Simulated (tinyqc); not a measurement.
Avrami exponent and activation energy from three anneals.

Problem. Isothermal crystallisation follows X = 1 - exp(-(k t)^n) with k proportional to exp(-Ec q/(kB T)). Find n, k at both temperatures and Ec.

Constants: q = 1.602176634e-19 C, kB = 1.380649e-23 J/K. Results are converted to the units shown.

X at (448 K, 370 s), (448 K, 740 s) and (468 K, 45 s): [0.24680542, 0.79877501, 0.43829940]

Solution. -ln(1 - X) = (k t)^n: the two times give n, and the two rates give Ec.

n = 2.500
k at 448 K = 0.001632 1/s
k at 468 K = 0.01783 1/s
Ec = 2.160 eV

Computed by the program tinyqc: `OMP_NUM_THREADS=1 python tinyqc.py 2490024 2490025 out.jsonl`, one thread of a shared Intel Xeon 2.30GHz, about 0.02 s for the whole run.
